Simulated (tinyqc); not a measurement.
# Small-signal admittance of a forward-biased p+-n diode: what changes with what

Holes injected into a neutral base of width wb with an ohmic contact at its end; low injection, p0 far above the equilibrium density. A small voltage v exp(i w t), w = 2 pi f, modulates the edge density by p0 v/Vt, and the small-signal density obeys Dp d2p/dx2 = (1/tau + i w) p.

Values chosen for this exercise; permittivity close to that of silicon:
- T = 300 K (temperature)
- eps_r = 11.7 (relative permittivity)
- Nd = 3.4e16 cm^-3 (donor density of the base)
- Dp = 11 cm^2/s (hole diffusion coefficient)
- tau = 2e-8 s (hole lifetime)
- wb = 3.8 um (width of the neutral base)
- p0 = 1.4e15 cm^-3 (excess hole density at the junction edge)
- Na = 3e18 cm^-3 (acceptor density of the p+ side)
- Rs = 0.00017 ohm cm^2 (series resistance)
- f = 2.1e6 Hz (signal frequency)

Constants: q = 1.602176634e-19 C, kB = 1.380649e-23 J/K, Vt = kB T/q, eps0 = 8.8541878128e-14 F/cm where lengths are in cm. Results are converted to the units shown.

Each table varies one quantity; the others keep the values above.

## Admittance against frequency

L = sqrt(Dp tau); direct current J = (q Dp p0/L) coth(wb/L); k = sqrt(1 + i w tau)/L; diffusion admittance Y = (q Dp p0/Vt) k coth(k wb) = G + i w C_diff; junction capacitance C_j = sqrt(q eps0 eps_r Nd/(2 Vr)) in the depletion approximation, with the remaining barrier Vr = Vt ln(Na/p0), a rough value under forward bias; base-width modulation is left out. Measured admittance 1/[Rs + 1/(Y + i w C_j)].

The same in every row: C_j (uF/cm^2) = 0.11929.

Results:
```
f (Hz)     w tau  G (S/cm^2)  C_diff (uF/cm^2)  measured G (S/cm^2)  measured C (uF/cm^2)  phase of the measured Y (degrees)
80000   0.010053      303.85            1.0111               288.93                1.0221                            0.10188
3e5     0.037699      303.85            1.0111               288.93                1.0221                            0.38205
1e6      0.12566      303.88            1.0111               288.96                1.0221                             1.2731
6e6      0.75398      304.99            1.0098               290.22                1.0205                             7.5511
1e8       12.566      509.85           0.78034               511.18               0.75593                             42.897
4e8       50.265      1030.7           0.40161               1050.3               0.36409                             41.062
2e9       251.33      2285.6           0.18116               2391.8               0.12840                             34.003
7e9       879.65      4269.8          0.096971               4067.3              0.038665                             22.690
```

Estimate the missing row, f = 2e7 Hz.

Computed row:
```
f (Hz)   w tau  G (S/cm^2)  C_diff (uF/cm^2)  measured G (S/cm^2)  measured C (uF/cm^2)  phase of the measured Y (degrees)
2e7     2.5133      316.25           0.99675               302.97                1.0045                             22.620
```

With this row back in the table: G starts at J/Vt = 304 S/cm^2 and C_diff at (J tau/(2 Vt))(1 - 2 x/sinh 2x) = 1.01 uF/cm^2, x = wb/L = 0.810. Between the last two rows G goes as f^(0.50) and C_diff as f^(-0.50); the limits are 1/2 and -1/2, reached when the signal penetrates only sqrt(Dp/w). The measured C is 9.6 % below C_diff + C_j in the first row and 82 % below it in the last, the difference being due to Rs.

## Effect of the width of the neutral base

Same model as above.

The same in every row: w tau = 0.26389; C_j (uF/cm^2) = 0.11929.

Effect of the width of the neutral base:
```
wb (um)  G (S/cm^2)  C_diff (uF/cm^2)  measured G (S/cm^2)  measured C (uF/cm^2)  phase of the measured Y (degrees)
0.23         4153.0          0.066498               2434.3              0.063835                           0.019825
0.46         2081.5           0.13287               1537.4               0.13757                           0.067648
0.92         1050.7           0.26472               891.45               0.27644                            0.23443
1.8          556.02           0.51057               508.01               0.52577                            0.78237
3.6          315.36           0.96565               299.34               0.97734                             2.4668
7.2          223.92            1.5929               215.78                1.5889                             5.5494
14           206.02            1.9712               199.16                1.9514                             7.3665
28           205.22            2.0174               198.42                1.9951                             7.5572
```

Read the table: what changes, and by how much?

As wb goes from 0.23 to 28, G falls from 4150 to 205 S/cm^2, C_diff rises from 0.0665 to 2.02 uF/cm^2 and the measured C rises from 0.0638 to 2.00 uF/cm^2. C_diff exceeds C_j for wb = 0.46, 0.92, 1.8, 3.6, 7.2, 14, 28.

Numbers from tinyqc (`OMP_NUM_THREADS=1 python tinyqc.py 2890143 2890144 out.jsonl`; about 0.01 s on one thread of a shared Intel Xeon 2.30GHz).
